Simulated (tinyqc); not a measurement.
Worked calculation: electron-beam lithography: double-Gaussian proximity function, edge placement and dose correction for parallel lines. Computed by tinyqc, a small Python program that keeps every step. Command: `OMP_NUM_THREADS=1 python tinyqc.py 3111687 3111688 out.jsonl proximity walk`. One thread of a shared host (Intel(R) Xeon(R) Processor @ 2.30GHz), about 0.01 s of CPU time with the checks. Intermediate numbers are printed to about 7 digits and carried at full precision; extremes and crossings named in words are read from the listed rows.

Lines are infinitely long. Absorbed energy is counted so that the middle of a very large area written at dose 1 receives 1; the resist develops where it exceeds 1/2.

Inputs (values chosen for the exercise, of the order of those for 100 keV electrons in resist on silicon): forward range alpha = 0.018 micrometre; backscatter range beta = 33 micrometre; backscatter ratio eta = 1; base dose D0 = 750 microcoulomb/cm^2; beam current = 0.24 nA; pixel size = 10 nm; width of the test line = 0.079 micrometre; pattern density around the test line = 0.5.

line widths (micrometre): [0.032, 0.08, 21, 0.064]

gaps between the lines (micrometre): [0.057, 0.063, 15]

Constants: e = 1.602176634e-19 C.

## Layout

The first line starts at x = 0; each next one starts after the width and the gap.

Lines (micrometre):
```
line     left edge    right edge        centre
1                0  3.200000e-02  1.600000e-02
2     8.900000e-02  1.690000e-01  1.290000e-01
3     2.320000e-01  2.123200e+01  1.073200e+01
4     3.623200e+01  3.629600e+01  3.626400e+01
```

## Interaction matrix

f(r) = [exp(-r^2/alpha^2)/alpha^2 + eta exp(-r^2/beta^2)/beta^2]/(pi (1 + eta)). A line from a to b at dose d gives E(x) = d [S(alpha) + eta S(beta)]/(1 + eta), S(s) = [erf((b - x)/s) - erf((a - x)/s)]/2. M_ij is the mean of E at the two edges of line i from line j at dose 1.

M, rows 1, 2, 3, 4:
```
[[0.2472906, 0.0006848, 0.1573438, 0.0001637],
 [0.0002745, 0.2506839, 0.1576694, 0.0001649],
 [0.0002272, 0.0005692, 0.4079638, 0.0003053],
 [0.0000819, 0.0002062, 0.0992241, 0.2505470]]
```

## Dose correction

Uncorrected edge energies are M 1. Solve M d = 1/2 for the doses d that put the mean edge energy of every line at the threshold.

edge energies at dose 1: 1 0.4054830, 2 0.4087927, 3 0.4090656, 4 0.3500591

corrected doses: 1 1.239956, 2 1.223563, 3 1.222071, 4 1.510245

largest over smallest dose = 1.235808

Line 4 needs the most and line 3 the least; a narrow isolated line much wider than alpha would need 1 + eta = 2.00.

## Printed widths

Edges are the roots of E(x) = 1/2 between a line centre and the middle of the next gap. Three cases: dose 1 everywhere; one common dose equal to the mean of d; the corrected doses.

Width error, printed less drawn (nm):
```
line  drawn width (nm)     dose 1  mean dose  corrected
1                   32  -13.91027   2.730307   1.00e-06
2                   80  -12.07795   3.053484   2.00e-06
3                21000  -12.03642   3.087907          0
4                   64  -21.41469  -4.472222   3.00e-06
```

With the common mean dose the errors span 7.6 nm. With corrected doses the largest error is below 0.01 nm.

## Dose to size and latitude

A test line of width w << beta in surroundings of density rho, all at dose d: near its edge E(x) = d [S + eta rho]/(1 + eta), S = [erf((b - x)/alpha) - erf((a - x)/alpha)]/2 for edges a and b, the second term being the background energy. Dose to size d_s = (1 + eta)/(erf(w/alpha) + 2 eta rho), dose = d_s D0; edge slope d [1 - exp(-w^2/alpha^2)]/(sqrt(pi) alpha (1 + eta)); width change per 1 % of dose = 2 x 0.01 x (1/2)/slope.

dose to size d_s = 1.000000

dose = 750.0000 microcoulomb/cm^2

edge slope = 0.01567193 1/nm

width change per 1 % of dose = 0.6380834 nm

background energy = 0.2500000

The background supplies 50 % of the threshold.

## Shot noise and writing time

With dose = d_s D0: electrons per pixel N = dose x pixel area/e; relative noise 1/sqrt(N); time per cm^2 of pattern area = dose x density/current; pixel rate = current/(dose x pixel area).

electrons per pixel = 4681.132

shot noise = 1.461587 %

writing time per cm^2 = 434.0278 h

pixel rate = 0.3200000 MHz

Checks made by the program: corrected edge energies (relative difference below 1e-10).
